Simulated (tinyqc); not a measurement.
Kinetic Monte Carlo and master equation for a particle on a ring of sites with traps and bias: one step, computed by the program tinyqc.

5 sites on a ring, numbered 1 to 5. The saddle between i and i+1 lies at E0 + s b_i and site i at s eps_i; a force F tilts the landscape, with the saddle half-way.

Task: Rate table. Rates: k(i to i+1) = nu exp(-(E0 + s b_i - s eps_i - F a/2)/(k_B T)), k(i to i-1) = nu exp(-(E0 + s b_(i-1) - s eps_i + F a/2)/(k_B T)). Share right = k right/(k right + k left); mean stay = 1/(k right + k left).

Inputs (values chosen for the exercise, for a model defect):
```
quantity                         value         unit
reference barrier E0              0.59           eV
scale factor s of the disorder       1            -
attempt frequency nu               5.2          THz
temperature T                      460            K
site spacing a                     3.2     angstrom
force F along the ring          0.0013  eV/angstrom
```

Disorder: random barriers.

site energies eps_i (eV): 0  0  0  0  0

saddle shifts b_i between sites i and i+1 (eV): 0.012  0.046  0.006  -0.021  0.0021

Constants: k_B = 8.617333262e-05 eV/K.

Give: Rates, shares of right hops and mean stays.

Result:

Rates, shares of right hops and mean stays:
```
site  k right (1/s)  k left (1/s)  share right  mean stay (s)
1         1.391e+06     1.607e+06       0.4639      3.335e-07
2         5.899e+05     1.252e+06       0.3202      5.429e-07
3         1.618e+06     5.311e+05       0.7529      4.653e-07
4         3.197e+06     1.457e+06       0.6870      2.149e-07
5         1.785e+06     2.879e+06       0.3828      2.144e-07
```

The particle stays longest on site 2, 2.5 times as long as on the quickest site.
